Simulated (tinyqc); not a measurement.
Worked calculation: MP2 on RHF in the sto-3g basis, for H3+, spin multiplicity 1. Computed by tinyqc, a small Python program that keeps every step (integrals from PySCF). Settings: charge = 1, multiplicity = 1, basis = sto-3g, method = RHF, energy threshold = 1e-10, iteration cap = 75, orthogonalisation = symmetric, start = atomic densities, DIIS depth = 6. Command: `OMP_NUM_THREADS=1 python tinyqc.py 30826 30827 out.jsonl` (the two numbers bound the seeds that draw the settings). One thread of a shared host (Intel(R) Xeon(R) Processor @ 2.60GHz), about 0.07 s of CPU time with the checks. The early iterations of the SCF are left out here.

## One-electron integrals

Geometry (angstrom):
```
atom         x         y         z
H     0.000000  0.000000  0.000000
H     0.000000  0.000000  0.988000
H     0.000000  0.941000  0.494000
```

Basis sto-3g: exponents (1/bohr^2) and contraction coefficients of normalised primitives:
```
element  l (shell)  exponent  coefficient
H            s (1)  3.425251     0.154329
H            s (1)  0.623914     0.535328
H            s (1)  0.168855     0.444635
```

Overlap, kinetic and nuclear-attraction integrals over the contracted functions; the nuclear repulsion is the sum of Za Zb / Rab.

nuclear repulsion = 1.53143340 hartree

overlap S:
```
          1H 1s     2H 1s     3H 1s
1H 1s  1.000000  0.503582  0.460274
2H 1s  0.503582  1.000000  0.460274
3H 1s  0.460274  0.460274  1.000000
```

kinetic energy T (hartree):
```
          1H 1s     2H 1s     3H 1s
1H 1s  0.760032  0.115823  0.089648
2H 1s  0.115823  0.760032  0.089648
3H 1s  0.089648  0.089648  0.760032
```

nuclear attraction V (hartree):
```
           1H 1s      2H 1s      3H 1s
1H 1s  -2.230925  -1.071748  -0.965487
2H 1s  -1.071748  -2.230925  -0.965487
3H 1s  -0.965487  -0.965487  -2.198536
```

core Hamiltonian H = T + V (hartree):
```
           1H 1s      2H 1s      3H 1s
1H 1s  -1.470893  -0.955925  -0.875839
2H 1s  -0.955925  -1.470893  -0.875839
3H 1s  -0.875839  -0.875839  -1.438504
```

## Two-electron integrals

Functions are numbered as in S; the eight-fold symmetry (ij|kl) = (ji|kl) = (kl|ij) leaves the list below.

Two-electron integrals (ij|kl) in chemists' order, unique and non-zero (hartree):
```
(11|11) 0.774606   (21|11) 0.314890   (21|21) 0.162904   (22|11) 0.481968
(22|21) 0.314890   (22|22) 0.774606   (31|11) 0.281261   (31|21) 0.131609
(31|22) 0.227685   (31|31) 0.133547   (32|11) 0.227685   (32|21) 0.131609
(32|22) 0.281261   (32|31) 0.120977   (32|32) 0.133547   (33|11) 0.458072
(33|21) 0.240961   (33|22) 0.458072   (33|31) 0.281261   (33|32) 0.281261
(33|33) 0.774606
```

## Orthogonalisation

S = U s U^T; symmetric (Loewdin) form X = U s^(-1/2) U^T, so that X^T S X = 1.

eigenvalues of S: 0.496418  0.553863  1.949719

X:
```
           1H 1s      2H 1s      3H 1s
1H 1s   1.168020  -0.251287  -0.206921
2H 1s  -0.251287   1.168020  -0.206921
3H 1s  -0.206921  -0.206921   1.143123
```

## Iteration 9 (converged): orbitals

converged F (hartree):
```
           1H 1s      2H 1s      3H 1s
1H 1s  -0.753201  -0.729881  -0.683601
2H 1s  -0.729881  -0.753201  -0.683601
3H 1s  -0.683601  -0.683601  -0.721853
```

Diagonalise F' = X^T F X, C = X C', fill 1 alpha and 1 beta electrons from the bottom; D = 2 C_occ C_occ^T. Each column has its largest component positive (the first on a tie).

F' = X^T F X (hartree):
```
           1          2          3
1  -0.418239  -0.371262  -0.322837
2  -0.371262  -0.418239  -0.322837
3  -0.322837  -0.322837  -0.423482
```

orbital energies (hartree): MO1 -1.098365, MO2 -0.114618, MO3 -0.046976

coefficients C:
```
            MO1        MO2        MO3
1H 1s  0.420964  -0.534607   1.003602
2H 1s  0.420964  -0.534607  -1.003602
3H 1s  0.398146   1.110785   0.000000
```

D after iteration 9:
```
          1H 1s     2H 1s     3H 1s
1H 1s  0.354422  0.354422  0.335210
2H 1s  0.354422  0.354422  0.335210
3H 1s  0.335210  0.335210  0.317040
```

## Convergence

Stop when the energy changes by less than 1e-10 hartree and every element of the error matrix X^T (F D S - S D F) X is below 3e-06.

Course of the cycle:
```
iteration  E (hartree)     change  largest element of the error matrix
1          -0.68499641          -                             7.66e-03
2          -1.24224811  -5.57e-01                             3.43e-03
3          -1.24226004  -1.19e-05                             1.24e-03
4          -1.24226081  -7.67e-07                             9.37e-04
5          -1.24226112  -3.13e-07                             7.80e-04
6          -1.24226129  -1.70e-07                             6.80e-04
7          -1.24226140  -1.07e-07                             6.09e-04
8          -1.24226183  -4.32e-07                             3.53e-07
9          -1.24226183  -1.43e-13                             2.57e-08
```

PySCF RHF in the same basis = -1.24226183 hartree

Converged in 9 iterations.

## Integrals over molecular orbitals

(pq|rs) = sum C_ip C_jq C_kr C_ls (ij|kl), one index at a time.

one-electron integrals over orbitals h = C^T H C (hartree):
```
           1          2          3
1  -1.675330   0.009889   0.000000
2   0.009889  -1.081670   0.000000
3   0.000000   0.000000  -1.037367
```

Two-electron integrals over orbitals (pq|rs), unique and non-zero (hartree):
```
(11|11) 0.576965    (21|11) -0.009889   (21|21) 0.143793    (22|11) 0.555423
(22|21) 0.098141    (22|22) 0.650530    (31|31) 0.144657    (32|31) -0.093975
(32|32) 0.071543    (33|11) 0.567524    (33|21) -0.102437   (33|22) 0.487603
(33|33) 0.654996
```

## Second-order Moller-Plesset energy

Hartree-Fock energy = -1.24226183 hartree

E2 = sum_ijab (ia|jb) [2 (ia|jb) - (ib|ja)] / (e_i + e_j - e_a - e_b) over occupied i, j and virtual a, b; the opposite-spin part is (ia|jb)^2 / denominator, the rest is same-spin, and SCS-MP2 scales them by 6/5 and 1/3.

Terms:
```
i  j  a  b   (ia|jb)   (ib|ja)  denominator       term
1  1  2  2  0.143793  0.143793    -1.967495  -0.010509
1  1  3  3  0.144657  0.144657    -2.102778  -0.009951
```

Pair energies (hartree; pair i-j sums ij and ji):
```
pair  opposite spin  same spin
1-1       -0.020460   0.000000
```

MP2 correlation energy = -0.02046049 hartree

SCS-MP2 correlation energy = -0.02455259 hartree

MP2 total energy = -1.26272233 hartree
